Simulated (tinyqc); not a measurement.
Molecular dynamics of a small cluster by velocity Verlet steps: one step, computed by the program tinyqc.

E = sum_(i<j) phi(r_ij), phi(r) = eps [exp(-2 alpha (r - r0)) - 2 exp(-alpha (r - r0))]; the force on i is -sum_j phi'(r_ij) (R_i - R_j)/r_ij.

Question. State at the start. Velocity Verlet: a = c F/M with c = 9.648533212e-3 angstrom/fs^2 per eV/(angstrom u); R(new) = R + v dt + a dt^2/2; v(new) = v + (a + a(new)) dt/2. Kinetic energy K = M v^2/(2c); temperature T = 2K/((3N - 3) k_B), rotation of the cluster included.

Inputs (values chosen for the exercise, for model atoms): length r0 = 2.73 angstrom; well depth eps = 0.68 eV; stiffness alpha = 1.97 1/angstrom; atomic mass M = 32.1 u; time step dt = 2.9 fs.

Potential: Morse. Thermostat: none.

starting positions (angstrom), rows atom 1, atom 2, atom 3, atom 4, columns x, y, z:
$$\begin{pmatrix}
-0.04 & -0.03 & 0 \\
2.72 & 0.01 & 0.02 \\
1.39 & 2.35 & -0.02 \\
1.39 & 0.75 & 2.23
\end{pmatrix}$$

starting velocities (angstrom/fs), rows atom 1, atom 2, atom 3, atom 4, columns x, y, z:
$$\begin{pmatrix}
-0.00089 & 0.0001 & 0.00123 \\
-0.00045 & -0.00015 & -0.00225 \\
0.00378 & -0.00111 & 0.00188 \\
-0.00244 & 0.00116 & -0.00086
\end{pmatrix}$$

Constants: 1 eV/(angstrom u) = 9.648533212e-03 angstrom/fs^2; k_B = 8.617333262e-05 eV/K.

Give: forces; potential energy; kinetic energy; temperature.

Answer.

forces (eV/angstrom), rows atom 1, atom 2, atom 3, atom 4, columns x, y, z:
$$\begin{pmatrix}
0.3356 & 0.2289 & 0.1221 \\
0.1048 & -0.2759 & -0.2303 \\
-0.2218 & -0.0742 & 0.1195 \\
-0.2186 & 0.1213 & -0.0112
\end{pmatrix}$$

potential energy = -4.057 eV

kinetic energy = 0.05772 eV

temperature = 148.8 K
